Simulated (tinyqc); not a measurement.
Free and nearly free electrons in a metal: sweeps and comparisons. A value that a table varies takes the place of the one given here.

The cubic cell holds 2 atoms: n = 2 z/a^3, kF = (3 pi^2 n)^(1/3), EF = c kF^2/m, vF = 2 c kF/(m hbar), c = hbar^2/2m0; rs = (3/(4 pi n))^(1/3)/a0; D(EF) = 3 n/(2 EF).

Square wire of width w with grain size w: rho/rho0 = 1/(1 - 3 al/2 + 3 al^2 - 3 al^3 ln(1 + 1/al)) + (3/4) (1 - p) l/w, with al = (l/w) Rg/(1 - Rg) (Mayadas-Shatzkes plus the thick-wire form of Fuchs-Sondheimer); l = hbar kF/(n e^2 rho), e = 1.602176634e-19 C.

Constants: hbar^2/2m0 = 3.80998211 eV angstrom^2; hbar = 6.58211957e-16 eV s; a0 (Bohr radius) = 0.5291772105 angstrom.

Inputs chosen for the exercise (near those of W, whose d bands this model ignores; shifted at random, so the results belong to these values and not to a real crystal):
```
symbol  value  unit          meaning
a       3.165  angstrom      bcc lattice constant
z       2                    free electrons an atom
m       1      m0            mass
rho     5.89   micro-ohm cm  bulk resistivity
p       0                    specularity of the surfaces
Rg      0.38                 reflection at grain boundaries
w       14     nm            wire width
```

## Resistivity of narrow wires

Wires:
```
w (nm)     al  grain term (factor - 1)  surface term  rho (micro-ohm cm)
200     0.026                    0.039         0.032                6.31
100     0.053                    0.077         0.064                6.73
50      0.105                    0.153         0.129                7.55
30      0.175                    0.252         0.214                8.64
20      0.263                    0.375         0.322                9.99
14      0.376                    0.530         0.460               11.72
10      0.526                    0.736         0.643               14.01
7       0.751                    1.042         0.919               17.44
```

l = 8.58 nm

At 7 nm the resistivity is 2.96 times the bulk value; grain boundaries add more (1.04 from grains, 0.92 from surfaces). It passes twice the bulk value between 14 and 10 nm. The surface formula is meant for w above l = 9 nm, so the rows below that are rough.

## What sets the wire resistivity

All results formed anew. Each row changes one parameter from the base and keeps the others.

Results:
```
case                      EF (eV)  l (nm)  wire rho (micro-ohm cm)
base                        9.173    8.58                   11.720
a = 3.26 angstrom           8.646    9.10                   12.070
m = 1.2 m0                  7.644    8.58                   11.720
rho = 7.068 micro-ohm cm    9.173    7.15                   12.913
p = 0.3                     9.173    8.58                   10.908
Rg = 0.266                  9.173    8.58                   10.469
w = 9.8 nm                  9.173    8.58                   14.176
```

The largest shifts from the base row, up to three for each result and ties (the steps differ in size, so this ranks the rows, not the parameters). EF (eV): m -1.529, a -0.527; unchanged at the printed digits by rho, p, Rg and w. l (nm): rho -1.43, a +0.52; unchanged at the printed digits by m, p, Rg and w. wire rho (micro-ohm cm): w +2.457, Rg -1.251, rho +1.193; unchanged at the printed digits by m. The mass drops out of l at given rho, because vF falls and tau rises by the same factor.

Run: tinyqc, `OMP_NUM_THREADS=1 python tinyqc.py 1650163 1650164 out.jsonl`; Intel(R) Xeon(R) Processor @ 2.30GHz, one thread, shared host; about 0.01 s of CPU time with all checks.
